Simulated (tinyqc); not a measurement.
Propagation of a band-gap error through k.p and effective-mass formulas: sweeps and comparisons. A value that a table varies takes the place of the one given here.

Chain, for a gap E (the reference Eg or another value), with Ep and Dso kept: 1/me = 1 + Ep (E + 2 Dso/3)/(E (E + Dso)); g* = 2 - 2 Ep Dso/(3 E (E + Dso)); g1(E) = g1 + (Ep/3)(1/E - 1/Eg), g2(E) = g2 + (Ep/6)(1/E - 1/Eg), light hole 1/(g1 + 2 g2), heavy hole 1/(g1 - 2 g2) along [100]; optical constant ei(E) = 1 + (ei - 1)(EP/(EP + E - Eg))^2, static e0(E) = ei(E) + e0 - ei.

Donor: R = Ry me/e0^2, a_B = a0 e0/me, Mott density (0.26/a_B)^3. Nc, Nv = 2 (m kT/(4 pi c))^(3/2), c = hbar^2/2m0, ni = sqrt(Nc Nv) exp(-E/2kT). Exciton: Ry mu/e0^2 with 1/mu = 1/me + g1(E). 1 angstrom^-3 = 1e24 cm^-3.

Constants: Ry = 13.60569312 eV; a0 (Bohr radius) = 0.5291772105 angstrom; kB = 8.617333262e-05 eV/K; hbar^2/2m0 = 3.80998211 eV angstrom^2.

Inputs chosen for the exercise (reference values near those of InSb, gap at low temperature; shifted at random, so the results belong to these values and not to a real crystal):

| symbol | value | unit | meaning |
|---|---|---|---|
| Eg | 0.237 | eV | gap at Gamma to the s-like level |
| Dso | 0.804 | eV | spin-orbit splitting |
| Ep | 22.9 | eV | Kane energy |
| g1 | 34.85 |  | Luttinger gamma1 |
| g2 | 15.57 |  | gamma2 |
| e0 | 16.7 |  | static dielectric constant |
| ei | 15.66 |  | optical dielectric constant |
| EP | 3.57 | eV | mean (Penn) gap |
| mh | 0.53 | m0 | density-of-states mass of the holes |
| T | 300 | K | temperature |
| Eg2 | 0.536 | eV | a wrong gap, of the size a hybrid with far too much exact exchange can give |

## The size of the error

E = f Eg; ratios against f = 1.

Results:

| f | E (eV) | me ratio | light-hole ratio | e0 ratio | donor ratio | Mott ratio | g* | log10 ni ratio |
|---|---|---|---|---|---|---|---|---|
| 0.25 | 0.059 | 0.272 | 0.255 | 1.094 | 0.227 | 0.0153 | -237.980 | 1.07 |
| 0.40 | 0.095 | 0.427 | 0.406 | 1.074 | 0.370 | 0.0626 | -142.055 | 0.92 |
| 0.60 | 0.142 | 0.625 | 0.606 | 1.049 | 0.568 | 0.212 | -89.226 | 0.64 |
| 0.80 | 0.190 | 0.816 | 0.804 | 1.024 | 0.778 | 0.505 | -63.155 | 0.33 |
| 1.00 | 0.237 | 1.000 | 1.000 | 1.000 | 1.000 | 1.00 | -47.751 | 0.00 |
| 1.20 | 0.284 | 1.179 | 1.194 | 0.977 | 1.235 | 1.76 | -37.654 | -0.34 |
| 1.50 | 0.355 | 1.440 | 1.482 | 0.945 | 1.614 | 3.54 | -27.778 | -0.88 |
| 2.00 | 0.474 | 1.857 | 1.953 | 0.894 | 2.323 | 8.96 | -18.262 | -1.79 |

Between f = 0.8 and 1.2 the mean powers d ln(ratio)/d ln f are 0.91 for me, 0.98 for the light hole, -0.11 for e0, 1.14 for the donor energy and 3.07 for the Mott density; ni moves by -0.71 decades per 0.1 eV, against -0.1 eV/(2 kT ln 10) = -0.84 from the exponential alone, the rest coming from Nc through me^(3/4). Rows with E below about 8 kT bring ni near Nc, beyond Boltzmann statistics. g* keeps its sign, from -237.98 to -18.26.

## What each input does

All at E = Eg2. Each row changes one parameter from the base and keeps the others.

Results:

| case | me (m0) | light hole (m0) | e0 | donor (meV) | exciton (meV) | log10 ni |
|---|---|---|---|---|---|---|
| base | 0.0284 | 0.0333 | 14.52 | 1.834 | 1.239 | 13.531 |
| Eg2 = 0.579 eV | 0.0304 | 0.0358 | 14.25 | 2.038 | 1.376 | 13.192 |
| Dso = 0.74 eV | 0.0282 | 0.0333 | 14.52 | 1.819 | 1.233 | 13.528 |
| Ep = 21.068 eV | 0.0308 | 0.0304 | 14.52 | 1.989 | 1.271 | 13.557 |
| g1 = 37.638 | 0.0284 | 0.0304 | 14.52 | 1.834 | 1.176 | 13.531 |
| EP = 3.856 eV | 0.0284 | 0.0333 | 14.67 | 1.798 | 1.215 | 13.531 |
| ei = 16.913 | 0.0284 | 0.0333 | 14.34 | 1.882 | 1.272 | 13.531 |
| mh = 0.488 m0 | 0.0284 | 0.0333 | 14.52 | 1.834 | 1.239 | 13.504 |
| T = 324 K | 0.0284 | 0.0333 | 14.52 | 1.834 | 1.239 | 13.914 |

The largest shifts from the base row, up to three for each result and ties (the steps differ in size, so this ranks the rows, not the parameters). me (m0): Ep +0.0024, Eg2 +0.0020, Dso -0.0002; unchanged at the printed digits by g1, EP, ei, mh and T. light hole (m0): Ep -0.0029, g1 -0.0028, Eg2 +0.0025; unchanged at the printed digits by Dso, EP, ei, mh and T. e0: Eg2 -0.27, ei -0.19, EP +0.14; unchanged at the printed digits by Dso, Ep, g1, mh and T. donor (meV): Eg2 +0.204, Ep +0.155, ei +0.048; unchanged at the printed digits by g1, mh and T. exciton (meV): Eg2 +0.136, g1 -0.063, ei +0.032, Ep +0.032; unchanged at the printed digits by mh and T. log10 ni: T +0.384, Eg2 -0.339, mh -0.027; unchanged at the printed digits by g1, EP and ei.

(tinyqc, `OMP_NUM_THREADS=1 python tinyqc.py 1850302 1850303 out.jsonl`, Intel(R) Xeon(R) Processor @ 2.30GHz, 1 thread, shared host, about 0.01 s.)
